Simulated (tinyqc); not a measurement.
Resistance of a tapered via with liner, size effect and interface: one step of the calculation.

A round via whose diameter grows from db at the bottom as D(z) = db + 2 z/tan(ang). The fill, of diameter D - 2 tl, starts above the bottom liner (thickness fb tl) and has rho = rho0 (1 + ks lam/(D - 2 tl)); the sidewall liner conducts in parallel with it. The bottom liner and the interface are crossed over the full area pi db^2/4. Spreading in the lines above and below is left out.

Problem. Total resistance. R_fill = sum of the slices; R_bottom = rl fb tl/(pi db^2/4); R_interface = ri/(pi db^2/4); ballistic (Sharvin) limit 1/(Sb pi (db - 2 tl)^2/4); ideal cylinder rho0 hv/(pi db^2/4).

Parameters, values chosen for the exercise; fill metal close to molybdenum: diameter at the bottom db = 50 nm; height hv = 120 nm; bulk resistivity of the fill rho0 = 5.35 uohm cm; liner on the sidewall tl = 0.5 nm; liner at the bottom over that on the sidewall fb = 0.5; resistivity of the liner rl = 250 uohm cm; interface resistivity at the bottom ri = 1.3e-12 ohm cm^2; ballistic conductance per area, about 3/(4 rho0 lam) Sb = 1.3e15 S/m^2.

slice resistance, slice 0 to 5 (ohm): [0.68814053, 0.61063724, 0.54542785, 0.49005837, 0.44265511, 0.40176808]

Find: parts; R; shares; ballistic limit; ideal cylinder.

Solution.

parts (ohm): fill 3.179, bottom liner 0.3183, interface 0.06621
R = 3.563 ohm
shares (%): fill 89.21, bottom liner 8.93, interface 1.86
ballistic limit = 0.4079 ohm
ideal cylinder = 3.270 ohm

The fill is the largest part, and R is 1.09 times the ideal cylinder. With 2000 slices R = 3.5656 ohm.

Numbers from tinyqc (`OMP_NUM_THREADS=1 python tinyqc.py 2750054 2750055 out.jsonl`; about 0.01 s on one thread of a shared Intel Xeon 2.30GHz).
